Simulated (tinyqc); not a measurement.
From optical top over twice the acoustic top back to heavy mass M: three-phonon processes in a diatomic chain: dispersion, energy and momentum conservation, and decay channels of optical phonons. Computed by tinyqc, a small Python program. Command: `OMP_NUM_THREADS=1 python tinyqc.py 3120610 3120611 out.jsonl threeph inv`. One thread of a shared host (Intel(R) Xeon(R) Processor @ 2.30GHz), about 0.01 s of CPU time with the checks.

Cell length a, two atoms, one spring constant. x = q a/pi runs from -1 to 1; A and O are the acoustic and optical branches. Matrix elements are not computed: only conservation laws and occupation factors are followed.

Inputs (values chosen for the exercise, for a model chain): light mass m = 28.1 u; spring constant k = 9 eV/angstrom^2.

Constants: nu for 1 eV/(angstrom^2 u) = 15.6333042 THz.

Method. omega^2 = k (1/m + 1/M) -/+ k sqrt((1/m + 1/M)^2 - 4 sin^2(pi x/2)/(m M)); nu = 15.6333042 THz x sqrt(omega^2) for eV/(angstrom^2 u). Acoustic top sqrt(2 k/M), optical bottom sqrt(2 k/m), optical top sqrt(2 k (1/m + 1/M)).

Task: A run gave the result below. Find the heavy mass M, known to lie between 56 and 150 u.

optical top over twice the acoustic top = 0.9989318

Result:

Each step takes the trial c = (a f_b - b f_a)/(f_b - f_a), f being the result less the target and a, b, c the logarithms of the listed values; c replaces end b, the old b replaces a if the sign of f changed, and otherwise f_a is halved.

Scan of the range:
```
heavy mass M (u),optical top over twice the acoustic top
56.0,0.86500
66.0,0.91498
77.8,0.97065
91.7,1.03239
108.0,1.10039
127.0,1.17469
150.0,1.25878
```

False position (Illinois rule, in the logarithm of the input) inside the bracket:
```
step,end a,end b,trial,optical top over twice the acoustic top
1,77.8000,91.7000,83.8836,0.998146
2,91.7000,83.8836,84.0553,0.998911
3,91.7000,84.0553,84.0645,0.998952
4,84.0553,84.0645,84.0600,0.998932
```

Optical top over twice the acoustic top rises at every point of a 13-point scan of the range (every second point is shown), so one value fits; it is bracketed by 77.8 and 91.7. Answer: heavy mass M = 84.06 u.
